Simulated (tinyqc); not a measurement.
## Electron density from the centroid

Problem. In the Fang-Howard model the centroid is 3/b with b^3 = 6 (mz1/C) q (Nd + 11 Ns/32)/(eps0 eps_r), C = hbar^2/(2 m0), the field in eV/nm. Find b and Ns.

Values chosen for this exercise; masses and permittivity close to those of silicon (100):
```
symbol   value   unit                                     meaning
eps_r     11.6                              relative permittivity
mz1      0.927     m0  mass along z of valley set A (2 valley(s))
Nd      1.7e12  cm^-2           sheet density of depletion charge
```

Constants: q = 1.602176634e-19 C, hbar = 1.054571817e-34 J s, m0 = 9.1093837015e-31 kg, eps0 = 8.8541878128e-14 F/cm where lengths are in cm, hbar^2/(2 m0) = 0.0380998212 eV nm^2. Results are converted to the units shown.

centroid = 1.2433258 nm

Solution. b = 3/centroid gives Nd + 11 Ns/32, from which the depletion charge is taken off.

b = 2.413 1/nm
Ns = 1.300e13 cm^-2

tinyqc, about 1 s, one thread, Intel Xeon 2.30GHz (shared host): `OMP_NUM_THREADS=1 python tinyqc.py 2160120 2160121 out.jsonl`
